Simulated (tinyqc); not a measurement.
Armchair graphene nanoribbon in tight binding: sweeps and comparisons. A value that a table varies takes the place of the one given here.

An armchair ribbon of N dimer lines, width (N - 1) sqrt3 acc/2, period 3 acc, one pz orbital a site. In line n, A_n binds to B_n with -t exp(ik/3), times (1 + d) in the two edge lines, and to B_(n-1) and B_(n+1) with -t exp(-ik/6); k runs from -pi to pi. For d = 0 the modes across the ribbon are sin(n p pi/(N + 1)), p = 1 to N, with E = -/+ t sqrt(1 + 4 c^2 + 4 c cos(k/2)), c = cos(p pi/(N + 1)).

Constants: hbar^2/2m0 = 3.80998211 eV angstrom^2.

Inputs chosen for the exercise (near those used for graphene; shifted at random, so the results belong to these values and not to a real crystal): t = 2.94 eV (hopping); acc = 1.42 angstrom (bond length); N0 = 21 (first width); d1 = 0.1 (edge correction); N = 5 (dimer lines); d = 0.16 (relative strengthening of the edge bonds); k = 0.86 (k times the period 3 acc).

## Three families of gaps

Nine widths from N0 on, gaps at k = 0 with d = 0 and d = d1.

Gaps:

| N | family | width (angstrom) | gap, d = 0 (eV) | gap, d1 (eV) | gap x (N + 1) sqrt3 acc/2 (eV angstrom) |
|---|---|---|---|---|---|
| 21 | 3p | 24.60 | 0.4779 | 0.4058 | 10.98 |
| 22 | 3p+1 | 25.82 | 0.4696 | 0.5470 | 15.47 |
| 23 | 3p+2 | 27.05 | 0.0000 | 0.0703 | 2.07 |
| 24 | 3p | 28.28 | 0.4213 | 0.3574 | 10.99 |
| 25 | 3p+1 | 29.51 | 0.4149 | 0.4829 | 15.44 |
| 26 | 3p+2 | 30.74 | 0.0000 | 0.0624 | 2.07 |
| 27 | 3p | 31.97 | 0.3767 | 0.3193 | 10.99 |
| 28 | 3p+1 | 33.20 | 0.3715 | 0.4322 | 15.41 |
| 29 | 3p+2 | 34.43 | 0.0000 | 0.0562 | 2.07 |

Without edge correction the 3p+2 ribbons have no gap and the other two families nearly share one curve. With it the mean of the last column is 15.44 for 3p+1, 10.99 for 3p and 2.07 eV angstrom for 3p+2: the stronger edge bonds raise the gap of 3p+1, lower that of 3p and open one in 3p+2. Within a family the gap falls about as 1/width. One-electron gaps of this kind leave out the self-energy and exciton terms, which are large in narrow ribbons.

## Mass and gap go together

Nine widths from N0 on. Lowest conduction band for d = d1: m/m0 = c q^2/(E(q) - E(0)) with q = h/(3 acc), h = 0.001, c = hbar^2/2m0. Dirac rule: m = Eg/(2 v^2), that is m/m0 = c Eg/(hbar v)^2 with hbar v = 3 t acc/2.

Masses:

| N | gap (eV) | mass (m0) | Dirac rule (m0) |
|---|---|---|---|
| 21 | 0.4058 | 0.0361 | 0.0394 |
| 22 | 0.5470 | 0.0571 | 0.0531 |
| 23 | 0.0703 | 0.0068 | 0.0068 |
| 24 | 0.3574 | 0.0321 | 0.0347 |
| 25 | 0.4829 | 0.0499 | 0.0469 |
| 26 | 0.0624 | 0.0060 | 0.0061 |
| 27 | 0.3193 | 0.0289 | 0.0310 |
| 28 | 0.4322 | 0.0444 | 0.0420 |
| 29 | 0.0562 | 0.0054 | 0.0055 |

The ratio of mass to the Dirac rule runs from 0.91 (N = 21) to 1.07 (N = 22). Its mean is 0.92 for N = 3p, 1.07 for 3p+1 and 0.99 for 3p+2: the lowest modes of 3p and 3p+1 lie on opposite sides of the Dirac point, where the velocity along the ribbon differs. The largest gap (N = 22) and the heaviest mass (N = 22) belong to one ribbon.

## What each parameter does

Gap at k = 0, lowest positive level at k, and highest level at k = 0. Each row changes one parameter from the base and keeps the others.

Results:

| case | gap (eV) | lowest level at k (eV) | top of the band (eV) |
|---|---|---|---|
| base | 0.4516 | 1.3172 | 8.1164 |
| t = 3.087 eV | 0.4742 | 1.3830 | 8.5222 |
| N = 6 | 1.1419 | 1.5415 | 8.2928 |
| d = 0.21 | 0.5851 | 1.3408 | 8.1452 |
| k = 0.688 | 0.4516 | 1.0653 | 8.1164 |

The largest shifts from the base row, up to three for each result and ties (the steps differ in size, so this ranks the rows, not the parameters). gap (eV): N +0.6902, d +0.1335, t +0.0226; unchanged at the printed digits by k. lowest level at k (eV): k -0.2518, N +0.2244, t +0.0659. top of the band (eV): t +0.4058, N +0.1764, d +0.0288; unchanged at the printed digits by k.

(tinyqc, `OMP_NUM_THREADS=1 python tinyqc.py 1451466 1451467 out.jsonl`, Intel(R) Xeon(R) Processor @ 2.30GHz, 1 thread, shared host, about 0.04 s.)
